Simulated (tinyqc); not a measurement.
Ways to converge the cycle: SCF convergence aids in the 6-31g basis, for H4, spin multiplicity 1. Computed by the program tinyqc with PySCF. RHF with one setting changed at a time; a run stops when the energy changes by less than 1e-09 hartree and the error matrix is below 1e-5. The start is the Wolfsberg-Helmholz matrix. Damping d keeps d of the old density; a shift (hartree) raises the virtual levels; DIIS n extrapolates F over n matrices.

Geometry (angstrom):
```
atom,x,y,z
H,0.0000,0.0000,0.0000
H,0.0000,0.0000,0.9930
H,0.0000,2.3950,0.0000
H,0.0000,2.3950,0.9930
```

lowest restricted solution found by these runs and by PySCF = -2.186510 hartree

Largest element of the error matrix X^T (FDS - SDF) X:
```
iteration,plain,damping 0.3,damping 0.6,shift 0.4,DIIS 3,DIIS 8
1,5.6e-02,5.6e-02,5.6e-02,5.6e-02,5.6e-02,5.6e-02
2,9.1e-03,2.3e-02,3.7e-02,1.9e-02,9.1e-03,9.1e-03
3,1.5e-03,9.6e-03,2.5e-02,6.7e-03,5.7e-05,5.7e-05
4,2.4e-04,4.0e-03,1.7e-02,2.3e-03,2.3e-06,2.3e-06
5,3.9e-05,1.6e-03,1.1e-02,8.1e-04,1.1e-10,8.8e-07
6,6.2e-06,6.8e-04,7.3e-03,2.8e-04,-,-
8,-,1.2e-04,3.2e-03,3.3e-05,-,-
10,-,2.0e-05,1.4e-03,3.9e-06,-,-
14,-,5.8e-07,2.8e-04,-,-,-
20,-,-,2.4e-05,-,-,-
30,-,-,4.1e-07,-,-,-
```

How each run ends:
```
run,iterations,E (hartree),state
plain,7,-2.186510,lowest found
damping 0.3,16,-2.186510,lowest found
damping 0.6,34,-2.186510,lowest found
shift 0.4,10,-2.186510,lowest found
DIIS 3,5,-2.186510,lowest found
DIIS 8,5,-2.186510,lowest found
```

What does the comparison show, and why?

6 of 6 runs reach the lowest restricted solution found, in 5 to 34 iterations (fastest: DIIS 3, DIIS 8). Plain steps already contract here, so damping only slows them. DIIS 3 and DIIS 8 gain by cancelling the error over several earlier matrices, much as a quasi-Newton step does.
